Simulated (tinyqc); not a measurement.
## Gate voltage for a given inversion charge

Question. p-type body, charge-sheet picture, depletion and inversion only, full ionisation (an idealisation for deep acceptors), Boltzmann statistics (rough once Na exp(x - xn) passes about Nc/7). In units of Vt: xg = (Vg - Vfb)/Vt, x = psi/Vt, G = gamma/sqrt(Vt), xn = (2 phiF + Vc)/Vt. The implicit equation is (xg - x)^2 = G^2 [x - 1 + exp(x - xn)] for x above about 3. Cox = eps0 eox/tox. ni = sqrt(Nc Nv) exp(-Eg/(2 Vt)), Eg in volts; phiF = Vt ln(Na/ni); gamma = sqrt(2 q eps0 eps_r Na)/Cox. N_inv = (Cox Vt G/q) [sqrt(x - 1 + exp(x - xn)) - sqrt(x - 1)]. Find x - xn, psi and Vg.

Parameters, values chosen for the exercise; band and dielectric values those of a made-up semiconductor:
```
symbol   value   unit                                                                 meaning
T          400      K                                                             temperature
Eg        0.81     eV                                                                band gap
eps_r     18.1                                                          relative permittivity
Nc      1.2e19  cm^-3                                  conduction-band density of states at T
Nv      7.7e18  cm^-3                                     valence-band density of states at T
eox        3.9         relative permittivity of the gate insulator (close to silicon dioxide)
tox         15     nm                                                     insulator thickness
Na        6e17  cm^-3                                                        acceptor density
Vfb      -0.45      V                                                       flat-band voltage
Vc         0.2      V                                                    channel-body voltage
```

Constants: q = 1.602176634e-19 C, kB = 1.380649e-23 J/K, Vt = kB T/q, eps0 = 8.8541878128e-14 F/cm where lengths are in cm. Results are converted to the units shown.

N_inv = 3.3e10 cm^-2

Answer. N_inv rises steadily with x, so it fixes x; the implicit equation then gives xg directly.

x - xn = -0.7252
psi = 0.7938 V
Vg = 2.468 V

Numbers from tinyqc (`OMP_NUM_THREADS=1 python tinyqc.py 2122223 2122224 out.jsonl`; about 0.01 s on one thread of a shared Intel Xeon 2.30GHz).
